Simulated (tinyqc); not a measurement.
Polycrystalline film, grain-boundary barriers (Seto model): two steps of the calculation.

One-dimensional grains of size Lg with donors N; each boundary has Qt acceptor-like traps per area at one level Et below the band edge. Trapped electrons qt deplete a width w = qt/N (both sides together) and raise a barrier Vb = q N w^2/(8 eps0 eps_r). Current crosses the barriers by thermionic emission at small bias. Abrupt depletion, full ionisation, Boltzmann statistics.

Parameters, values chosen for the exercise; values close to those of polycrystalline silicon:
- T = 300 K (temperature)
- eps_r = 11.7 (relative permittivity of the semiconductor)
- Lg = 120 nm (grain size)
- Qt = 3.8e12 cm^-2 (trap density at a boundary)
- N = 8.5e16 cm^-3 (donor density)
- mg = 400 cm^2/(V s) (mobility inside a grain)
- vc = 5.1e6 cm/s (collection velocity at the barrier)
- Nc = 2.8e19 cm^-3 (conduction-band density of states at T)
- Et = 0.4 eV (trap level below the band edge)

Constants: q = 1.602176634e-19 C, kB = 1.380649e-23 J/K, Vt = kB T/q, eps0 = 8.8541878128e-14 F/cm where lengths are in cm. Results are converted to the units shown.

Question 1. Critical doping and limits of the barrier. N* = Qt/Lg; fully depleted grains have Vb = q N Lg^2/(8 eps0 eps_r), filled traps Vb = q Qt^2/(8 eps0 eps_r N); the true barrier cannot exceed the smaller.

Find: N*; Vb, fully depleted; Vb, traps filled.

Answer 1.

N* = 3.1667e17 cm^-3
Vb, fully depleted = 0.23663 V
Vb, traps filled = 3.2842 V

Question 2. Barrier, resistivity and effective mobility. Partly depleted grains: the density at the grain centre is n0 = N and qt = Qt/(1 + 2 (Nc/N) exp((Vb - Et)/Vt)). If that gives qt >= N Lg, the grains are fully depleted: qt = N Lg, w = Lg and n0 = 2 Nc exp((Vb - Et)/Vt)/(Qt/(N Lg) - 1). Resistivity: barriers rb = Vt exp(Vb/Vt)/(q n0 vc Lg), grain interior rg = (1 - w/Lg)/(q mg N); effective mobility 1/(q N (rb + rg)).

Give: qt; w; Vb; n0; rb; rg; effective mobility.

Answer 2.

qt = 1.0200e12 cm^-2
w = 120.00 nm
Vb = 0.23663 V
n0 = 3.7002e16 cm^-3
rb = 672.97 ohm cm
rg = 0 ohm cm
effective mobility = 0.10911 cm^2/(V s)

The grains are fully depleted, 26.8 % of the traps are filled and the barriers give 100 % of the resistivity.

tinyqc, about 0.01 s, one thread, Intel Xeon 2.30GHz (shared host): `OMP_NUM_THREADS=1 python tinyqc.py 2610127 2610128 out.jsonl`
